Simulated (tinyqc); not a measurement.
## Planar ballistic transistor, top-of-the-barrier model: transfer curve

At the top of the source barrier, states moving towards the drain are filled by the source (Fermi level 0) and states moving back by the drain (Fermi level -q Vd); nothing scatters. U is the shift of the band edge there, set by the capacitances CG, CD and CS (the total) and by the charge. Parabolic two-dimensional band; the source is grounded.

N0 = gv m kB T/(pi hbar^2), CG = eps0 eox/tox, vT = sqrt(2 kB T/(pi m)), CS = CG/aG, n0 = n at U = 0 and Vd = 0. eta1 = -(E0 + U)/Vt, eta2 = eta1 - Vd/Vt, n = (N0/2)[F_0(eta1) + F_0(eta2)], F_0(x) = ln(1 + exp x). U = UL + q (n - n0)/CS with UL = -(aG Vg + aD Vd), energies in eV. I = q (N0/2) vT [F_(1/2)(eta1) - F_(1/2)(eta2)] per width, F_(1/2)(x) = (2/sqrt(pi)) int_0^infinity u^(1/2)/(1 + exp(u - x)) du. CQ = (q/Vt) dn/d(eta1).

Parameters, values chosen for the exercise; mass and valleys close to those of gallium arsenide:

| symbol | value | unit | meaning |
|---|---|---|---|
| T | 350 | K | temperature |
| m | 0.0644 | m0 | effective mass |
| gv | 1 |  | valley degeneracy |
| eox | 3.9 |  | relative permittivity of the gate insulator |
| tox | 3.2 | nm | insulator thickness |
| aG | 0.89 |  | gate control CG/CS |
| aD | 0.097 |  | drain control CD/CS |
| E0 | 0.22 | eV | band edge at the barrier top above the source Fermi level at zero bias |
| Vd | 0.05 | V | drain voltage |

Constants: q = 1.602176634e-19 C, kB = 1.380649e-23 J/K, hbar = 1.054571817e-34 J s, m0 = 9.1093837015e-31 kg, Vt = kB T/q, eps0 = 8.8541878128e-14 F/cm where lengths are in cm. Results are converted to the units shown.

Transfer curve:
```
Vg (V)	eta1	n (cm^-2)	I (uA/um)	mean velocity I/(q n) (cm/s)	CQ/CS
0	-7.133	3.856e8	0.09618	1.557e7	0.001689
0.1	-4.211	7.115e9	1.775	1.557e7	0.03097
0.2	-1.617	8.851e10	22.11	1.559e7	0.3591
0.3	0.08155	3.743e11	92.67	1.545e7	1.229
0.4	1.200	7.925e11	188.1	1.482e7	2.055
0.5	2.077	1.266e12	280.5	1.383e7	2.652
0.6	2.842	1.765e12	361.2	1.278e7	3.041
0.7	3.550	2.277e12	430.4	1.180e7	3.272
0.8	4.230	2.795e12	490.3	1.095e7	3.403
```

The current rises from 0.0962 to 490 uA/um. Between the first two rows the swing is 79.0 mV a decade, against Vt ln 10/aG = 78.0. CQ/CS goes from 0.0017 to 3.4, so a volt on the gate moves the band edge by 0.89 eV in the first row and 0.20 eV in the last: the gate charge is limited by the insulator. The mean velocity goes from 1.557e7 through a maximum of 1.559e7 (at Vg = 0.2 V among the rows listed) to 1.095e7 cm/s.

Numbers from tinyqc (`OMP_NUM_THREADS=1 python tinyqc.py 2400091 2400092 out.jsonl`; about 0.01 s on one thread of a shared Intel Xeon 2.30GHz).
